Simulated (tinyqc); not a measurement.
Current gain against temperature: heavy doping: gap narrowing, degeneracy and the minority density.

F_j(eta) = (1/Gamma(j + 1)) integral_0^infinity x^j dx/(1 + exp(x - eta)), which tends to exp(eta) for eta << 0.

Empirical narrowing (Slotboom form, constants chosen for the exercise; published fits of this form give the apparent narrowing, here it is taken as the true one): dEg = E0 [ln(N/N0) + sqrt(ln(N/N0)^2 + C)].

Majority: N = Nc F_1/2(eta), eta the distance of EF beyond the majority band edge in kT. Degeneracy factor gam = F_1/2(eta)/exp(eta). ni0^2 = Nc Nv exp(-Eg/kT); product n p = ni0^2 gam exp(dEg/kT), dEg the true narrowing; apparent narrowing dEa = dEg + kT ln gam; minority density = n p/N.

Bipolar transistor with N as emitter doping: beta = K (N/NB) exp((dEa_B + dG - dEa_E)/kT), dEa_E = dEg(N) + kT ln gam, dEa_B = dEg(NB). For the sweep in T, Nc is scaled as (T/T0)^(3/2) from its value at T0 = T.

Constants: kB = 8.617333262e-05 eV/K.

Values chosen for the exercise (gap and densities of states near those of InP at this temperature; narrowing constants of the size fitted for Si, not for this material; shifted at random, so the results belong to these values and not to a real crystal):
```
symbol  value     unit    meaning
Eg      1.36      eV      gap
Nc      5.61e+17  1/cm^3  conduction-band density of states
Nv      1.27e+19  1/cm^3  valence-band density of states
T       300       K
E0      9.29      meV     narrowing scale
N0      1.4e+17   1/cm^3  onset density
C       0.5               smoothing constant
N       2.2e+16   1/cm^3  ionised donors, equal to the majority density
NB      2e+15     1/cm^3  base doping
K       3.4               ratio (D_B W_E)/(D_E W_B)
dG      0         meV     extra narrowing of the base by alloying
```

Gain:
```
T (K)  beta  beta with dG = 0  without narrowing
150    36.9              36.9               37.4
200    36.9              36.9               37.4
250    36.9              36.9               37.4
300    37.0              37.0               37.4
350    37.0              37.0               37.4
400    37.0              37.0               37.4
450    37.0              37.0               37.4
```

dEa_B + dG - dEa_E at T0 = -0.3 meV

What does the comparison show, and why?

beta is 36.9 at 150 K and 37 at 450 K, not steadily; degeneracy of the emitter changes with T, and at T0 the net exponent is negative: the emitter has the larger apparent narrowing. At 300 K narrowing and degeneracy change the gain by a factor 0.988.

Computed by tinyqc, a small Python program: `OMP_NUM_THREADS=1 python tinyqc.py 1652543 1652544 out.jsonl` (the numbers bound the seed that draws the inputs); one thread of a shared host (Intel(R) Xeon(R) Processor @ 2.30GHz), about 0.01 s for the whole set of steps.
